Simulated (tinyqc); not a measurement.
# On-chip interconnect, size-dependent resistivity and RC delay: two studies

A rectangular line between two neighbours and two ground planes. Surface and grain-boundary scattering are added to the bulk resistivity as corrections; capacitances are parallel-plate values without fringing; inductance is ignored.

Values chosen for this exercise; metal values close to those of copper:

| symbol | value | unit | meaning |
|---|---|---|---|
| rho0 | 1.7 | uohm cm | bulk resistivity |
| lam | 39 | nm | bulk mean free path |
| ps | 0 |  | specular share of surface scattering |
| Rg | 0.39 |  | reflection coefficient of grain boundaries |
| gr | 1 |  | grain size over the metal width |
| wd | 17 | nm | drawn line width |
| AR | 1.4 |  | aspect ratio, height over width |
| tl | 2.5 | nm | liner on both walls and the bottom, not conducting |
| sp | 26 | nm | space to the neighbouring lines |
| hd | 39 | nm | dielectric height to the planes above and below |
| ek | 4.2 |  | relative permittivity of the dielectric |
| Mf | 0 |  | Miller factor of the neighbours |
| Lw | 25 | um | line length |
| Rd | 970 | ohm | driver resistance |
| Cl | 1.3 | fF | load capacitance |
| rho2 | 6.07 | uohm cm | bulk resistivity of the second metal (close to cobalt) |
| lam2 | 11.8 | nm | mean free path of the second metal |
| tl2 | 0.3 | nm | liner of the second metal |

Constants: eps0 = 8.8541878128e-12 F/m. Results are converted to the units shown.

Each table varies one quantity; the others keep the values above.

## Delay against the aspect ratio

Metal width x = wd - 2 tl, height y = AR wd - tl; grain boundaries (Mayadas-Shatzkes): al = (lam/(gr x)) Rg/(1 - Rg), g = 1/[1 - 3 al/2 + 3 al^2 - 3 al^3 ln(1 + 1/al)] - 1; surfaces (Fuchs-Sondheimer, thick limit): s = (3/8) lam (1 - ps)(1/x + 1/y); rho = rho0 (1 + g + s); r = rho/(x y); c = eps0 ek (2 wd/hd + 2 Mf AR wd/sp). Elmore delay tE = Rd (c Lw + Cl) + r Lw (c Lw/2 + Cl); t50 is the time at which the far end of a ladder of 30 pi sections (half capacitances at both ends, Cl at the far end, a step applied through Rd) reaches half the step; line share r Lw/(Rd + r Lw); estimate 0.69 Rd (c Lw + Cl) + 0.38 r c Lw^2 + 0.69 r Lw Cl.

The same in every row: c (fF/um) = 0.03242.

Delay against the aspect ratio:

| AR | rho (uohm cm) | r (ohm/um) | tE (ps) | t50 (ps) | estimate (ps) | line share of the resistance (%) |
|---|---|---|---|---|---|---|
| 0.8 | 10.81 | 811.7 | 36.65 | 26.30 | 25.87 | 95.44 |
| 1.2 | 9.962 | 463.8 | 21.82 | 15.66 | 15.38 | 92.28 |
| 1.6 | 9.579 | 323.2 | 15.82 | 11.36 | 11.15 | 89.28 |
| 2 | 9.362 | 247.7 | 12.61 | 9.053 | 8.873 | 86.46 |
| 2.4 | 9.222 | 200.6 | 10.60 | 7.613 | 7.457 | 83.80 |
| 2.8 | 9.124 | 168.6 | 9.234 | 6.631 | 6.491 | 81.29 |
| 3.2 | 9.052 | 145.3 | 8.243 | 5.919 | 5.791 | 78.93 |
| 3.6 | 8.996 | 127.7 | 7.492 | 5.378 | 5.260 | 76.70 |
| 4 | 8.952 | 113.9 | 6.903 | 4.954 | 4.844 | 74.59 |

What does the comparison show?

As AR goes from 0.8 to 4, r falls from 812 to 114 ohm/um, c stays at 0.0324 fF/um and t50 falls from 26.3 to 4.95 ps. t50/tE lies between 0.717 and 0.718, and the estimate is within 2.2 % of t50.

## Two metals against line width

Metal width x = wd - 2 tl, height y = AR wd - tl; grain boundaries (Mayadas-Shatzkes): al = (lam/(gr x)) Rg/(1 - Rg), g = 1/[1 - 3 al/2 + 3 al^2 - 3 al^3 ln(1 + 1/al)] - 1; surfaces (Fuchs-Sondheimer, thick limit): s = (3/8) lam (1 - ps)(1/x + 1/y); rho = rho0 (1 + g + s); r = rho/(x y). The second metal has rho2, lam2 and tl2 in place of rho0, lam and tl; ps, Rg, gr and AR are shared.

Result of one run:

| wd (nm) | rho, first (uohm cm) | rho, second (uohm cm) | r, first (ohm/um) | r, second (ohm/um) | ratio second/first |
|---|---|---|---|---|---|
| 120 | 2.594 | 7.019 | 1.363 | 3.505 | 2.571 |

What becomes of these results when the drawn line width wd is changed from 120 to 8 nm, all else the same?

Result of the changed run:

| wd (nm) | rho, first (uohm cm) | rho, second (uohm cm) | r, first (ohm/um) | r, second (ohm/um) | ratio second/first |
|---|---|---|---|---|---|
| 8 | 31.79 | 20.69 | 1.218e4 | 2565 | 0.2106 |

The whole series:

| wd (nm) | rho, first (uohm cm) | rho, second (uohm cm) | r, first (ohm/um) | r, second (ohm/um) | ratio second/first |
|---|---|---|---|---|---|
| 8 | 31.79 | 20.69 | 1.218e4 | 2565 | 0.2106 |
| 10 | 20.24 | 17.63 | 3520 | 1369 | 0.3890 |
| 13 | 13.55 | 14.89 | 1079 | 670.6 | 0.6215 |
| 17 | 9.740 | 12.77 | 381.1 | 331.4 | 0.8697 |
| 22 | 7.450 | 11.23 | 154.8 | 172.1 | 1.111 |
| 30 | 5.660 | 9.849 | 57.32 | 80.33 | 1.402 |
| 45 | 4.209 | 8.589 | 17.39 | 30.85 | 1.774 |
| 70 | 3.263 | 7.692 | 5.257 | 11.34 | 2.158 |
| 120 | 2.594 | 7.019 | 1.363 | 3.505 | 2.571 |

The resistivity of the first metal falls from 31.8 to 2.59 uohm cm and that of the second goes from 20.7 to 7.02 uohm cm as the line widens. The products rho0 lam, which set the size effect, are 66.3 and 71.6 uohm cm nm. The two resistances cross at wd = 19.5 nm: below it the second metal gives the lower line resistance. For widths well under the mean free path the thick-limit surface term is only a guide.

Range of the model: The metal width is under the mean free path, where the thick-limit surface term and the simple sum of corrections lose accuracy.

Program tinyqc, `OMP_NUM_THREADS=1 python tinyqc.py 2100169 2100170 out.jsonl`; Intel Xeon 2.30GHz, shared host, one thread, about 0.01 s.
